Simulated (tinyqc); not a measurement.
## Capacitance shares from swing and barrier lowering

Problem. Below threshold the charge is negligible, so the band edge moves as -(aG Vg + aD Vd), aG = CG/CS, aD = CD/CS (CG, CD the capacitances of the barrier top to gate and drain, CS the total), and I goes as exp((aG Vg + aD Vd)/Vt) once Vd is well above Vt. Find aG, aD, CS and CD.

Inputs (values chosen for the exercise): temperature T = 200 K.

Constants: q = 1.602176634e-19 C, kB = 1.380649e-23 J/K, Vt = kB T/q. Results are converted to the units shown.

swing = 50.877290 mV/decade
DIBL = 141.02564 mV/V
CG = 5.1376284 pF/cm

Solution. The swing is Vt ln 10/aG and the DIBL, -dVg/dVd at fixed current, is aD/aG.

aG = 0.7800
aD = 0.1100
CS = 6.587 pF/cm
CD = 0.7245 pF/cm

Program tinyqc, `OMP_NUM_THREADS=1 python tinyqc.py 2400070 2400071 out.jsonl`; Intel Xeon 2.30GHz, shared host, one thread, about 0.03 s.
